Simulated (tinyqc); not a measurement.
MOSFET in saturation, small-signal circuit and noise: two steps of the calculation.

Bias by the inversion coefficient IC = I/Ispec (charge-based model with velocity saturation; weak inversion below 0.1, strong above 10). Common-source circuit: gm, gds, Cgs, Cgd and Cj at the inner nodes, Rg in series with the gate; quasi-static, no source or drain resistance, no gate-body capacitance, no substrate network, no induced gate noise, so fmax is an upper estimate.

Values chosen for this exercise:
- T = 300 K (temperature)
- L = 40 nm (gate length)
- W = 20 um (total gate width)
- Cox = 1.11 uF/cm^2 (gate capacitance)
- mu = 200 cm^2/(V s) (mobility)
- n = 1.2 (slope factor)
- Ls = 10 nm (velocity-saturation length)
- sg = 0.14 (ratio gds/gm)
- IC = 15 (inversion coefficient)
- gw = 0.03 (short-channel excess of the noise factor)
- Nt = 1e17 cm^-3 eV^-1 (oxide trap density)
- lt = 0.1 nm (tunnelling length into the oxide)
- ac = 3000 V s/C (Coulomb scattering coefficient)

Constants: q = 1.602176634e-19 C, kB = 1.380649e-23 J/K, Vt = kB T/q. Results are converted to the units shown.

Task 1. Current, transconductance and gain. Ispec = 2 n mu Cox (W/L) Vt^2, lc = Ls/L, gms = [sqrt((lc IC + 1)^2 + 4 IC) - 1]/[2 + lc (lc IC + 1)], gm = gms Ispec/(n Vt), gds = sg gm.

Find: Ispec; I; gms; gm; gds; gm/I.

Result 1.

Ispec = 178.0 uA
I = 2671 uA
gms = 2.537
gm = 14.56 mS
gds = 2.038 mS
gm/I = 5.452 1/V

Task 2. Noise at the gate. Channel noise Sid = 4 kB T gam n gm with gam = (1/2 + (2/3) qs)/(1 + qs) + gw lc IC, qs = [sqrt(1 + 4 IC) - 1]/2, lc = Ls/L (the last term an empirical rise with velocity saturation); at the gate, white noise Sw = Sid/gm^2 + 4 kB T Rg. Number fluctuation with correlated mobility: S(f) = K/f, K = q^2 Vt lt Nt/(W L Cox^2) (1 + ac mu Cox I/gm)^2, Vt in eV with Nt per eV. Corner fc = K/Sw. Full shot noise would be 2 q I.

I = 2670.6303 uA
gm = 14.559674 mS
Rg = 18.333333 ohm

Find: gam; Sid; Sid/(2 q I); sqrt(Sw); K; fc.

Result 2.

gam = 0.7413
Sid = 2.146e-22 A^2/Hz
Sid/(2 q I) = 0.2508
sqrt(Sw) = 1.147 nV/Hz^0.5
K = 8.478e-11 V^2
fc = 64.42 MHz

The gate resistance gives 23 % of the white noise power.

tinyqc, about 0.01 s, one thread, Intel Xeon 2.30GHz (shared host): `OMP_NUM_THREADS=1 python tinyqc.py 2150129 2150130 out.jsonl`
